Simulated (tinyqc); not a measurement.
Square on-chip spiral inductor, lumped pi model: one step of the calculation.

Outer diameter do = di + 2 n wd + 2 (n - 1) sp, mean da = (do + di)/2, fill p = (do - di)/(do + di), length l = 4 n da. L = 2.34 mu0 n^2 da/(1 + 2.75 p), mu0 = 4 pi 1e-7 H/m. Rs = rho l/(wd delta (1 - exp(-th/delta))), delta = sqrt(rho/(pi f mu0)). Cs = n wd^2 eps0 eo/hu across the coil. At each end Cox = l wd eps0 eo/(2 ho) leads to the substrate branch Rsi = 2 rs he/(l wd) in parallel with Csi = l wd eps0 11.7/(2 he). With one end grounded Y = 1/(Rs + i w L) + i w Cs + 1/[1/(i w Cox) + 1/(1/Rsi + i w Csi)], w = 2 pi f; Q = -Im Y/Re Y. Eddy currents in neighbouring turns and in the substrate are left out.

Question. Geometry and model elements. do, l, L, delta, Rs, Cs, Cox, Rsi and Csi as defined.

Inputs (values chosen for the exercise); values of the order met in silicon radio-frequency processes:
- n = 3.5 (number of turns)
- wd = 8 um (line width)
- sp = 2 um (space between turns)
- di = 40 um (inner diameter)
- th = 4 um (metal thickness)
- rho = 2.2 uohm cm (metal resistivity)
- ho = 5 um (oxide below the coil)
- hu = 0.9 um (oxide between coil and underpass)
- eo = 3.9 (relative permittivity of the oxide)
- rs = 10 ohm cm (substrate resistivity)
- he = 50 um (effective spreading depth in the substrate)
- f = 1.6 GHz (frequency)

Constants: eps0 = 8.8541878128e-12 F/m. Results are converted to the units shown.

Wanted: do; l; L; delta; Rs; Cs; Cox; Rsi; Csi.

Answer.

do = 106.00 um
l = 1022.0 um
L = 1.1723 nH
delta = 1.8663 um
Rs = 1.7060 ohm
Cs = 8.5945 fF
Cox = 28.233 fF
Rsi = 1223.1 ohm
Csi = 8.4698 fF

Program tinyqc, `OMP_NUM_THREADS=1 python tinyqc.py 2302101 2302102 out.jsonl`; Intel Xeon 2.30GHz, shared host, one thread, about 0.01 s.
